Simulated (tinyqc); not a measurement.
# CMOS inverter, nodal equation and switching: what changes with what

An n-channel pull-down (bn, VTn) and a p-channel pull-up (bp, VTp) share the input Vin and the output node Vout, which carries the load C. Transistor (EKV form, voltages against the body): I = 2 n b Vt^2 [F(vp - Vs) - F(vp - Vd)] from drain to source, F(v) = ln^2(1 + exp(v/(2 Vt))), vp = (Vg - VT + sg |Vd - Vs|)/n. n-channel bodies are at 0; for the p-channel device all voltages are counted down from Vdd. b in uA/V^2 gives I in uA. Static: In = Ip. Transient: C dVout/dt = Ip - In. No velocity saturation, no gate capacitance beyond C.

Values chosen for this exercise:
```
symbol,value,unit,meaning
T,350,K,temperature
Vdd,1,V,supply voltage
n,1.4,,slope factor
sg,0.085,,drain-induced barrier lowering
VTn,0.29,V,n-channel threshold
VTp,0.38,V,p-channel threshold (magnitude)
bn,650,uA/V^2,gain factor of the pull-down transistor
bp,320,uA/V^2,gain factor of the pull-up transistor
C,2.7,fF,load capacitance
```

Constants: q = 1.602176634e-19 C, kB = 1.380649e-23 J/K, Vt = kB T/q. Results are converted to the units shown.

Each table varies one quantity; the others keep the values above.

## Effect of the n-channel threshold

VM solves In = Ip with Vin = Vout; VIL and VIH are the inputs of gain -1, NML = VIL - Vout(VIH), NMH = Vout(VIL) - VIH. For a step input the delay to Vdd/2 is tHL = C times the integral of dV/(In - Ip) from Vdd/2 to Vdd at Vin = Vdd, and tLH likewise with Ip - In from 0 to Vdd/2 at Vin = 0.

Results:

| VTn (V) | VM (V) | gain at VM | NML (V) | NMH (V) | tHL (ps) | tLH (ps) |
|---|---|---|---|---|---|---|
| 0.15 | 0.3468 | -11.68 | 0.1697 | 0.5171 | 7.017 | 25.33 |
| 0.2 | 0.3733 | -11.74 | 0.2081 | 0.4951 | 7.831 | 25.31 |
| 0.25 | 0.3997 | -11.76 | 0.2458 | 0.4731 | 8.808 | 25.30 |
| 0.3 | 0.4259 | -11.76 | 0.2830 | 0.4511 | 9.988 | 25.30 |
| 0.4 | 0.4779 | -11.76 | 0.3551 | 0.4070 | 13.22 | 25.30 |
| 0.45 | 0.5035 | -11.76 | 0.3899 | 0.3848 | 15.46 | 25.30 |
| 0.5 | 0.5290 | -11.76 | 0.4238 | 0.3625 | 18.32 | 25.30 |

Estimate the missing row, VTn = 0.35 V.

Computed row:

| VTn (V) | VM (V) | gain at VM | NML (V) | NMH (V) | tHL (ps) | tLH (ps) |
|---|---|---|---|---|---|---|
| 0.35 | 0.4520 | -11.76 | 0.3194 | 0.4291 | 11.43 | 25.30 |

With this row back in the table: As VTn goes from 0.15 to 0.5 V, VM rises from 0.347 to 0.529 V, the size of the gain rises from 11.7 to 11.8, tHL rises from 7.02 to 18.3 ps and tLH stays near 25.3 ps. The smaller margin is largest, 0.385 V, at VTn = 0.45 V among the rows. In every row the overdrive passes 0.5 V, where velocity saturation, left out here, would lengthen the delays of short devices.

## Energy per operation against supply voltage

A chain of 100 such gates sets the cycle time tc = 100 (tHL + tLH)/2; per gate and cycle the switching energy is 0.05 C Vdd^2 and the leakage energy Vdd Ileak tc, Ileak the mean supply current at Vin = 0 and Vdd.

Energy per operation against supply voltage:

| Vdd (V) | tc (ns) | switching (aJ) | leakage (aJ) | total (aJ) |
|---|---|---|---|---|
| 0.15 | 4002 | 3.038 | 665.8 | 668.8 |
| 0.2 | 1197 | 5.400 | 309.1 | 314.5 |
| 0.25 | 440.4 | 8.438 | 158.7 | 167.1 |
| 0.3 | 177.0 | 12.15 | 84.75 | 96.90 |
| 0.35 | 78.09 | 16.54 | 48.22 | 64.75 |
| 0.4 | 38.56 | 21.60 | 30.04 | 51.64 |
| 0.5 | 13.31 | 33.75 | 15.78 | 49.53 |
| 0.6 | 6.601 | 48.60 | 11.43 | 60.03 |
| 0.8 | 2.871 | 86.40 | 9.793 | 96.19 |
| 1 | 1.752 | 135.0 | 11.01 | 146.0 |

What does the comparison show?

The total energy goes from 669 through a minimum of 49.5 (at Vdd = 0.5 V among the rows listed) to 146 aJ, while the cycle time falls from 4000 to 1.75 ns. Leakage makes up 100 % of the total in the first row and 7.5 % in the last. Below threshold the cycle lengthens exponentially and leakage flows for all of it, hence the minimum. For Vdd = 0.8 to 1 V the overdrive passes 0.5 V, where velocity saturation, left out here, would lengthen the delays of short devices. For Vdd = 0.15 to 0.35 V the supply is below a threshold, where mismatch, left out here, dominates margins and delay.

## Effect of the gain factor of the pull-up transistor

Same model as above.

Result of one run:

| bp (uA/V^2) | VM (V) | gain at VM | NML (V) | NMH (V) | tHL (ps) | tLH (ps) |
|---|---|---|---|---|---|---|
| 310 | 0.4190 | -11.76 | 0.2737 | 0.4575 | 9.733 | 26.11 |

What becomes of these results when the gain factor of the pull-up transistor bp is changed from 310 to 1700 uA/V^2, all else the same?

Result of the changed run:

| bp (uA/V^2) | VM (V) | gain at VM | NML (V) | NMH (V) | tHL (ps) | tLH (ps) |
|---|---|---|---|---|---|---|
| 1700 | 0.5097 | -11.76 | 0.3818 | 0.3505 | 9.733 | 4.762 |

The whole series:

| bp (uA/V^2) | VM (V) | gain at VM | NML (V) | NMH (V) | tHL (ps) | tLH (ps) |
|---|---|---|---|---|---|---|
| 130 | 0.3740 | -11.76 | 0.2235 | 0.5131 | 9.733 | 62.28 |
| 200 | 0.3960 | -11.76 | 0.2478 | 0.4858 | 9.733 | 40.48 |
| 310 | 0.4190 | -11.76 | 0.2737 | 0.4575 | 9.733 | 26.11 |
| 470 | 0.4411 | -11.76 | 0.2993 | 0.4306 | 9.733 | 17.22 |
| 720 | 0.4640 | -11.76 | 0.3263 | 0.4033 | 9.733 | 11.24 |
| 1100 | 0.4867 | -11.76 | 0.3537 | 0.3768 | 9.733 | 7.359 |
| 1700 | 0.5097 | -11.76 | 0.3818 | 0.3505 | 9.733 | 4.762 |
| 2600 | 0.5317 | -11.76 | 0.4090 | 0.3259 | 9.733 | 3.114 |

As bp goes from 130 to 2600 uA/V^2, VM rises from 0.374 to 0.532 V, the size of the gain stays near 11.8, tHL stays near 9.73 ps and tLH falls from 62.3 to 3.11 ps. The smaller margin is largest, 0.354 V, at bp = 1100 uA/V^2 among the rows. A stronger pull-up raises VM and trades low-side against high-side margin. In every row the overdrive passes 0.5 V, where velocity saturation, left out here, would lengthen the delays of short devices.

Program tinyqc, `OMP_NUM_THREADS=1 python tinyqc.py 2340134 2340135 out.jsonl`; Intel Xeon 2.30GHz, shared host, one thread, about 0.04 s.
